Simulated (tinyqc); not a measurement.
Time-dependent dielectric breakdown: cell percolation, Weibull statistics, area scaling and voltage extrapolation: one step, computed by the program tinyqc. Command: `OMP_NUM_THREADS=1 python tinyqc.py 3003515 3003516 out.jsonl tddb walk`. One thread of a shared host (Intel(R) Xeon(R) Processor @ 2.30GHz), about 0.01 s of CPU time with the checks.

The oxide is divided into columns of area a^2, each holding m = t_ox/a cells (m is taken as continuous). A share lambda(t) = (t/t_1)^alpha of the cells is defective, and a column whose cells are all defective breaks down.

Question. Projection to use conditions. All three voltage laws share the slope n at the stress voltage. Factor t(V_u)/t(V): E law exp(n (1 - V_u/V)); 1/E law exp(n (V/V_u - 1)); power law (V/V_u)^n. Temperatures in kelvin are T(C) + 273.15. Temperature factor exp[(E_a/k_B)(1/T_u - 1/T)]; area factor (A/A_u)^(1/beta); percentile factor (-ln(1 - F))^(1/beta); life = t63 x all four; 1 year = 3.15576e7 s.

Inputs (values chosen for the exercise, for a model gate oxide):

| quantity | value | unit |
|---|---|---|
| test area A | 4000 | um^2 |
| product area A_u | 200000 | um^2 |
| stress voltage V | 2.91 | V |
| use voltage V_u | 1.7 | V |
| local exponent n = -d ln t/d ln V at the stress voltage | 44 | - |
| activation energy E_a | 0.8 | eV |
| stress temperature T | 140 | C |
| use temperature T_u | 85 | C |
| allowed failure fraction F | 0.0001 | - |

Voltage law used: E.

Weibull slope beta = 1.8

characteristic life t63 = 14351.06 s

Constants: k_B = 8.617333262e-05 eV/K.

Give: voltage factor; temperature factor; area factor; percentile factor; projected life.

Answer.

voltage factor = 8.824e+07

temperature factor = 31.52

area factor = 0.1138

percentile factor = 0.005995

projected life = 862.9 years

Area and percentile together cost 3.2 decades, voltage and temperature return 9.4; a ten-year target is met. Caution: t_1 is an input here; in a real oxide it changes with thickness at fixed voltage.
